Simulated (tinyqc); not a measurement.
Inside a calculation. Model: straight dislocations in isotropic elasticity: fields, energies, partials, Peierls stress and walls. Computed by tinyqc, a small Python program that keeps every step. Command: `OMP_NUM_THREADS=1 python tinyqc.py 3013805 3013806 out.jsonl disloc walk`. One thread of a shared host (Intel(R) Xeon(R) Processor @ 2.30GHz), about 0.01 s of CPU time with the checks. Intermediate numbers are printed to about 6 digits and carried at full precision; extremes and crossings named in words are read from the listed rows.

The line runs along z, the glide plane is y = 0, and beta is the angle between b and the line (0 screw, 90 degrees edge): b_e = b sin(beta) along +x with the extra half plane at y > 0, b_s = b cos(beta). Stress is positive in tension.

Inputs (values chosen for the exercise, modelled on copper): shear modulus G = 46.5 GPa; Poisson ratio nu = 0.351; Burgers vector b = 2.556 angstrom; stacking-fault energy gamma = 48.8 mJ/m^2; dislocation density rho = 2.5e+12 1/m^2; core radius r0/b = 2; misfit volume of a solute dV = 7.9 angstrom^3; temperature T = 950 K; unstable fault energy gamma_us = 200 mJ/m^2; tilt angle theta = 2.4 degrees; source length l = 110 nm.

Character: 30-degree.

field point (x, y) (nm): [-2.8, -9]

Constants: 1 eV/angstrom^3 = 160.2176634 GPa; k_B = 8.617333262e-05 eV/K.

## Line energy and line tension

Energy factor K = G [cos^2(beta) + sin^2(beta)/(1 - nu)]. E = K b^2/(4 pi) ln(R/r0) with R = 1/(2 sqrt(rho)); tension T = E + d^2E/d(beta)^2 = G b^2 [1 + nu - 3 nu sin^2(beta)]/(4 pi (1 - nu)) ln(R/r0). The core energy is taken into r0.

energy factor K = 52.7872 GPa

ln(R/r0) = 6.42746

line energy E = 11.0095 eV/nm

line tension T = 16.2547 eV/nm

stored energy rho E = 4.40981 kJ/m^3

T/E = 1.48: bowing turns parts of the line towards the costlier edge character, so it is stiff.

## Stress at a point

With D = G b_e/(2 pi (1 - nu)), S = G b_s/(2 pi), r^2 = x^2 + y^2: s_xx = -D y (3x^2 + y^2)/r^4, s_yy = D y (x^2 - y^2)/r^4, s_xy = D x (x^2 - y^2)/r^4, s_zz = nu (s_xx + s_yy), s_xz = -S y/r^2, s_yz = S x/r^2. Pressure p = -trace/3.

stress (MPa), rows x, y, z:
```
[[173.694, 37.825, 165.958],
 [37.825, 121.579, -51.631],
 [165.958, -51.631, 103.641]]
```

pressure p = -132.971 MPa

The point lies below the glide plane, on the stretched side.

## Force on a second, equal dislocation at that point; binding of a solute

Peach-Koehler force per length on a parallel dislocation with the same b: in the glide plane F_x = s_xy b_e + s_yz b_s, normal to it F_y = -(s_xx b_e + s_xz b_s), which drives climb of the edge part or cross-slip of a screw. A solute with misfit volume dV has the energy p dV, and its dilute concentration is scaled by exp(-p dV/(k_B T)).

glide force F_x = -6.59495 mN/m

normal force F_y = -58.9339 mN/m

solute energy = -6.55653 meV

concentration ratio = 1.08338

Along x the second dislocation is repelled. The oversized solute is enriched here.

## Splitting into partials

Shockley partials have b_p = b/sqrt(3) at the angles beta -/+ 30 degrees; their repulsion balances the fault at d = G b_p^2/(8 pi gamma) (2 - nu)/(1 - nu) [1 - 2 nu cos(2 beta)/(2 - nu)].

partial Burgers vector b_p = 1.47571 angstrom

splitting width d = 1.65129 nm

d/b = 6.46045

## Peierls-Nabarro core of the undissociated dislocation

Misfit energy gamma(u) = (gamma_us/2)(1 - cos(2 pi u/b)), so the largest restoring stress is tau_max = pi gamma_us/b; u(x) = b/2 + (b/pi) arctan(x/zeta), zeta = K b/(4 pi tau_max). Summing the misfit energy over atomic rows a' apart gives, for a wide core, W_P = (K b^2/pi) exp(-2 pi zeta/a') and sigma_P = (K b/a') exp(-2 pi zeta/a'); a' = b/2 for edge and 30-degree lines, b sqrt(3)/2 for screw and 60-degree lines.

tau_max = 2.45821 GPa

half width zeta = 4.36778 angstrom

row spacing a' = 1.278 angstrom

Peierls barrier W_P = 3.23465e-06 meV/nm

Peierls stress sigma_P = 4.98420e-05 MPa

zeta/a' = 3.42 and sigma_P/G = 1.1e-9: the stress falls by a factor e for each a'/(2 pi) of half width. Caution: so small a Peierls stress means only that the model finds negligible lattice resistance; its value is not a prediction.

## Strength from dislocations

Frank-Read source, averaged over the loop: tau = G b/(2 pi l) [(1 - nu/2)/(1 - nu)] ln(l/r0). Taylor hardening: tau = 0.3 G b sqrt(rho).

Frank-Read stress = 117.349 MPa

Taylor stress = 5.63774 MPa

Of the source, forest and Peierls stresses the largest here is the source stress.

## Low-angle tilt boundary

A symmetric tilt wall of edge dislocations has the spacing h = b/(2 sin(theta/2)); Read-Shockley: gamma_b = E0 theta (A - ln theta), E0 = G b/(4 pi (1 - nu)), A = 1 + ln(b/(2 pi r0)), theta in radians.

spacing h = 6.10245 nm

boundary energy = 100.219 mJ/m^2

angle of the maximum, exp(A - 1) = 4.55945 degrees

## Character of the line

E = K b^2/(4 pi) ln(R/r0); T = G b^2 [1 + nu - 3 nu sin^2(beta)]/(4 pi (1 - nu)) ln(R/r0).

From screw to edge:
```
beta (degrees)  K (GPa)  E (eV/nm)  T (eV/nm)   d (nm)
0               46.5000     9.6983    20.1885  1.20476
15              48.1846    10.0496    19.1344  1.32440
30              52.7872    11.0095    16.2547  1.65129
45              59.0743    12.3208    12.3208  2.09783
60              65.3615    13.6321     8.3870  2.54436
75              69.9640    14.5920     5.5072  2.87125
90              71.6487    14.9434     4.4531  2.99090
```

The edge costs 1/(1 - nu) = 1.541 times the screw in energy, yet its tension is only (1 - 2 nu)/(1 + nu) = 0.221 of the screw value, so loops under stress are elongated along b. The edge splits 2.48 times as widely, (2 + nu)/(2 - 3 nu), since there the larger, edge parts of the partials repel with the factor 1/(1 - nu) and the small screw parts attract, while in the screw the roles are exchanged.

Checks made by the program: zero divergence of the stress field, by differences and relative to the size of its gradient (relative difference 1e-10); splitting against the force between the two partials (relative difference below 1e-10).
